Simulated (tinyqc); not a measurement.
LED efficiency against current.

ABC model of an LED: J = q da (A n + Ba n^2 + Ca n^3), IQE = Ba n^2/(A n + Ba n^2 + Ca n^3), differential lifetime 1/(A + 2 Ba n + 3 Ca n^2).

Inputs (values chosen for the exercise): defect coefficient of the active layer A = 4.2e6 1/s; radiative coefficient of the active layer Ba = 1.3e-10 cm^3/s; Auger coefficient of the active layer Ca = 4.5e-31 cm^6/s; thickness of the active layer da = 17 nm.

Constants: q = 1.602176634e-19 C. Results are converted to the units shown.

Results:
```
J (A/cm^2),n (cm^-3),IQE (%),defect share (%),Auger share (%),differential lifetime (ns)
1,1.526e17,82.50,17.46,0.04359,22.77
5,3.598e17,91.65,8.231,0.1141,10.21
20,7.347e17,95.55,4.202,0.2430,5.104
80,1.483e18,97.38,2.121,0.5000,2.546
300,2.880e18,97.93,1.098,0.9764,1.308
1000,5.251e18,97.62,0.6007,1.774,0.7109
6000,1.272e19,95.55,0.2426,4.209,0.2832
1e5,4.912e19,85.42,0.05619,14.52,0.06238
```

Estimate the missing row, J = 20000 A/cm^2.

Computed row:
```
J (A/cm^2),n (cm^-3),IQE (%),defect share (%),Auger share (%),differential lifetime (ns)
20000,2.286e19,92.54,0.1308,7.324,0.1503
```

With this row back in the table: The IQE goes from 82.5 through a maximum of 97.9 (at J = 300 A/cm^2 among the rows listed) to 85.4 %. The exact peak, Q/(Q + 2) = 97.9 % with Q = Ba/sqrt(A Ca) = 94.6, lies at n = sqrt(A/Ca) = 3.06e18 cm^-3, J = 337 A/cm^2, where the defect and Auger shares are equal. n goes as J^(0.53) at the low end and J^(0.48) at the high end.

Program tinyqc, `OMP_NUM_THREADS=1 python tinyqc.py 2300108 2300109 out.jsonl`; Intel Xeon 2.30GHz, shared host, one thread, about 0.01 s.
